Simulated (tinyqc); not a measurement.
Stacked nanosheet transistor, parasitic resistance, capacitance and delay: effect of the number of sheets.

Ns sheets share one contact on top; each has perimeter p = 2 (Ws + ts) and cross-section A = Ws ts; contact width Wc = Ws + 10 nm, stack height Hs = Ns pv. Sheet 1 is the top one. Contact length Lc = CPP - Lg - 2 Lsp, shared by two neighbouring gates. Source and drain sides are equal. The formulas are first-order estimates, not field solutions.

Epitaxy sheet resistance Rsh = re/te, transfer length LT = sqrt(rc/Rsh), contact Rc = [sqrt(rc Rsh)/Wc] coth(Lc/(2 LT)); extension of one sheet Rx = rx Lsp/A. With N sheets: gate Cg = Cinv p N Lg; per side, plate Cp = ks eps0 [Wc (Hs + Hc) - N A]/Lsp, top fringe Cf = (2/pi) ks eps0 Wc ln(1 + Lg/(2 Lsp)), overlap Co = Cinv p N Lov. One sheet: I = p Q vx u/(1 + |u|^1.8)^(1/1.8), Q = Cinv n Vt ln(1 + exp((Vg' - VT + dl Vd')/(n Vt))), u = Vd' mu/(vx Lg), Vg' = Vgs - v, Vd' = Vds - 2 v, with the drop on each side v_j = Rc sum I + rv (sum over levels k = 2..j of the current of sheets k..Ns) + Rx I_j. Ieff = [I(Vgs = Vdd, Vds = Vdd/2) + I(Vdd/2, Vdd)]/2, total currents. With Cs = Cp + Cf + Co, the load of an inverter of two such devices driving an equal one is CL = 2 (Cg + 2 Cs) + 4 Cs + Cw (own drains counted twice for the Miller effect); delay CL Vdd/(2 Ieff).

Parameters, values chosen for the exercise; values close to those of silicon logic devices: temperature T = 300 K; sheet width Ws = 12 nm; sheet thickness ts = 5 nm; vertical pitch of the sheets pv = 14 nm; vertical resistance between sheet levels rv = 118 ohm; contacted gate pitch CPP = 70 nm; gate length Lg = 18 nm; spacer length Lsp = 4 nm; relative permittivity of the spacer ks = 4.5; gate height above the channel stack Hc = 20 nm; contact resistivity rc = 6e-10 ohm cm^2; resistivity of the source-drain epitaxy re = 0.00026 ohm cm; current-carrying depth of the epitaxy te = 15 nm; resistivity of the extension rx = 0.00056 ohm cm; gate overlap Lov = 1 nm; inversion capacitance Cinv = 3.3 uF/cm^2; injection velocity vx = 1e7 cm/s; apparent mobility mu = 130 cm^2/(V s); threshold at zero drain voltage VT = 0.28 V; barrier lowering dl = 0.037 V/V; subthreshold factor n = 1.27; wire load Cw = 0.36 fF; supply voltage Vdd = 0.65 V.

Constants: q = 1.602176634e-19 C, kB = 1.380649e-23 J/K, eps0 = 8.8541878128e-12 F/m, Vt = kB T/q. Results are converted to the units shown.

The same in every row: Rc (ohm) = 177.0.

Results:

| Ns | Rx/N (ohm) | Ieff (uA) | CL (aF) | delay (ps) |
|---|---|---|---|---|
| 1 | 373.3 | 21.47 | 469.5 | 7.108 |
| 2 | 186.7 | 41.58 | 538.6 | 4.210 |
| 3 | 124.4 | 59.80 | 607.7 | 3.303 |
| 4 | 93.33 | 75.77 | 676.8 | 2.903 |
| 6 | 62.22 | 100.3 | 815.1 | 2.640 |

Estimate the missing row, Ns = 5.

Computed row:

| Ns | Rx/N (ohm) | Ieff (uA) | CL (aF) | delay (ps) |
|---|---|---|---|---|
| 5 | 74.67 | 89.29 | 746.0 | 2.715 |

With this row back in the table: As Ns goes from 1 to 6, Ieff rises from 21.5 to 100 uA, CL rises from 469 to 815 aF and the delay falls from 7.11 to 2.64 ps. From the first row to the last Ieff grows by a factor of 4.67 and CL by 1.74; the first step changes the delay by -41 %, the last by -2.8 %.

tinyqc, about 0.07 s, one thread, Intel Xeon 2.30GHz (shared host): `OMP_NUM_THREADS=1 python tinyqc.py 2170013 2170014 out.jsonl`
